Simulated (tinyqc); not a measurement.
Inside a calculation. Model: threshold-voltage variability of a planar MOSFET, analytic estimates.

Computed by the program tinyqc: `OMP_NUM_THREADS=1 python tinyqc.py 2090020 2090021 out.jsonl`, one thread of a shared Intel Xeon 2.30GHz, about 0.01 s for the whole run. Printed values are rounded.

Three independent sources add in quadrature: random dopants in the depleted layer, metal-gate grains of two orientations, and roughness of the two gate edges acting through the roll-off VT = VT(long) - Vr exp(-L/l). These are first-order estimates: no three-dimensional electrostatics, no percolation.

Parameters, values chosen for the exercise; material values close to those of silicon: temperature T = 300 K; band gap Eg = 1.11 eV; relative permittivity of the semiconductor eps_r = 11.8; conduction-band density of states at T Nc = 2.8e19 cm^-3; valence-band density of states at T Nv = 2.67e19 cm^-3; channel doping Na = 3.9e17 cm^-3; oxide-equivalent thickness in inversion ti = 1.4 nm; gate length L = 90 nm; gate width W = 280 nm; metal grain size G = 4 nm; work-function difference of the two grain orientations dW = 0.2 eV; share of the orientation of higher work function p = 0.6; rms roughness of one gate edge De = 0.8 nm; correlation length of the roughness La = 10 nm; decay length of the threshold roll-off l = 17 nm; prefactor of the roll-off Vr = 2.2 V; subthreshold factor n = 1.29; gm/I of a matched pair gI = 25 1/V; spread of the gain factor of one device sb = 1 %; number of cells Nb = 33554432; wanted yield Y = 0.75.

Constants: q = 1.602176634e-19 C, kB = 1.380649e-23 J/K, Vt = kB T/q, eps0 = 8.8541878128e-14 F/cm where lengths are in cm. Results are converted to the units shown.

## Random dopants

ni = sqrt(Nc Nv) exp(-Eg/(2 Vt)), Eg in volts; Cox = 3.9 eps0/ti; Wd = sqrt(4 eps0 eps_r Vt ln(Na/ni)/(q Na)); dopants: s1 = (q/Cox) sqrt(Na Wd/(3 L W)). The slope A1 = s1 sqrt(L W); mean number of dopants Na L W Wd.

Cox = 2.46652 uF/cm^2
Wd = 54.5633 nm
mean number of dopants = 536.248
A1 = 0.547075 mV um
s1 = 3.44625 mV

Counting alone, 1/sqrt(N) of the depletion voltage q Na Wd/Cox = 138 mV, would give sqrt(3) times more: dopants deep in the layer act less on the surface.

## Metal grains and edge roughness

Grains: Ng = L W/G^2 (at least 1), s2 = dW sqrt(p (1 - p)/Ng). Edges, with exponential correlation and u = W/La: the mean gate length has sL^2 = 2 De^2 (2/u)[1 - (1 - exp(-u))/u]; s3 = sL (Vr/l) exp(-L/l).

Ng = 1575
s2 = 2.46885 mV
sL = 0.296923 nm
dVT/dL = 0.649782 mV/nm
s3 = 0.192935 mV

## Total spread, mismatch and leakage

s = sqrt(s1^2 + s2^2 + s3^2). For a pair: s(dVT) = sqrt(2) s; current mismatch sqrt(2) sqrt((gI s)^2 + sb^2); input offset = current mismatch/gI. For a Gaussian VT the off current is log-normal with mean/median = exp(s^2/(2 (n Vt)^2)).

s = 4.24371 mV
s(dVT) = 6.00152 mV
current mismatch = 15.0703 %
input offset = 6.02812 mV
mean/median of Ioff = 1.00813

The dopants give 65.9 % of the variance; without them s would be 2.48 mV.

## Iteration 1: margin in standard deviations for the wanted yield

k at the start = 3

Cells fail independently with probability Q(k) = erfc(k/sqrt(2))/2 when the margin is k standard deviations, and Y = exp(-Nb Q(k)). phi = exp(-k^2/2)/sqrt(2 pi). Newton steps on ln Q(k) = ln(-ln(Y)/Nb): k(new) = k + [ln Q - ln(-ln(Y)/Nb)] Q/phi.

Q(k) = 0.00134990
phi = 0.00443185
k after iteration 1 = 6.64499

## Iteration 2: margin in standard deviations for the wanted yield

As before.

Q(k) = 1.51622e-11
phi = 1.02941e-10
k after iteration 2 = 5.71152

## Course of the iteration: margin in standard deviations for the wanted yield

Stop when k changes by less than 1e-9, or after 30 iterations.

Course of the iteration:
```
iteration        k  |change|
1          6.64499      3.64
2          5.71152     0.933
3          5.63901    0.0725
4          5.63857   4.41e-4
5          5.63857   1.63e-8
6          5.63857         0
```

Converged in 6 iterations. At the end the number of correct digits about doubles with each step. With s(dVT) = 6.00 mV, 5.64 standard deviations are 33.8 mV.
